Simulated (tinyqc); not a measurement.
Substrate current against gate voltage: lateral field, substrate current, probability of reaching the oxide barrier and hot-carrier lifetime of a silicon transistor (pseudo-two-dimensional and lucky-electron models). Computed by tinyqc, a small Python program. Command: `OMP_NUM_THREADS=1 python tinyqc.py 3029042 3029043 out.jsonl hotcar walk`. One thread of a shared host (Intel(R) Xeon(R) Processor @ 2.30GHz), about 0.01 s of CPU time with the checks.

Local-field models: a lucky carrier gains its energy at the peak field over a path free of collisions. Voltages are magnitudes.

Inputs (values chosen for the exercise, modelled on a silicon n-channel):
```
quantity                             value                      unit
channel length L                       950                        nm
oxide thickness t                       22                        nm
junction depth x_j                     230                        nm
mobility mu                            340                cm^2/(V s)
saturation velocity v_s                0.8                  1e7 cm/s
threshold voltage V_T                 0.56                         V
drain voltage V_D                      5.2                         V
ionisation prefactor A_i           2.1e+06                      1/cm
ionisation field B_i                  1.63                     MV/cm
hot-carrier mean free path lambda      8.6                        nm
oxide barrier phi_b                    3.1                        eV
interface-trap threshold phi_it        3.8                        eV
lifetime constant H                      3  s microampere/micrometre
```

Drain: abrupt.

Constants: eps_0 = 8.8541878128e-12 F/m.

Method:
- C_ox = 3.9 eps_0/t; F_sat = 2 v_s/mu; V_Dsat = V_ov F_sat L/(V_ov + F_sat L), V_ov = V_G - V_T; I_D/W = C_ox v_s (V_ov - V_Dsat).
- Scale length l = 0.22 t^(1/3) x_j^(1/2) (all in cm); F_m = sqrt(((V_D - V_Dsat)/l_e)^2 + F_sat^2), with l_e = l; length of the velocity-saturated region l_e ln((V_D - V_Dsat)/(l_e F_sat) + F_m/F_sat).
- Substrate current I_sub/I_D = (A_i/B_i)(V_D - V_Dsat) exp(-B_i/F_m); probability of reaching the oxide barrier exp(-phi_b/(e lambda F_m)); lifetime tau = (H/(I_D/W)) exp(phi_it/(e lambda F_m)).

At the given drain voltage:
```
V_G (V)  V_Dsat (V)  I_D/W (microampere/micrometre)  F_m (kV/cm)  I_sub/W (microampere/micrometre)     tau (s)
0.82         0.2457                            1.79       364.09                            0.1302  3.1173e+05
1.10         0.4818                            7.31       347.04                            0.4053  1.3897e+05
1.50         0.7767                           20.51       325.76                            0.7845  1.1376e+05
2.00         1.0892                           44.05       303.25                            1.0803  1.4496e+05
2.60         1.4008                           80.26       280.83                            1.1845  2.5453e+05
3.40         1.7367                          138.54       256.73                            1.0808  6.4590e+05
4.20         2.0064                          205.13       237.44                            0.8810  1.7659e+06
4.90         2.2022                          268.44       223.48                            0.7047  4.3176e+06
5.70         2.3910                          345.19       210.04                            0.5326  1.1890e+07
```

What does the comparison show, and why?

I_sub peaks at V_G = 2.6 V, 0.50 V_D: a higher gate voltage brings more carriers but raises V_Dsat and so lowers F_m. The shortest lifetime among the rows lies at V_G = 1.5 V, below that of the largest I_sub, since tau depends more steeply on the field.

Extremes, crossings and ranges named in words are read from the listed rows.
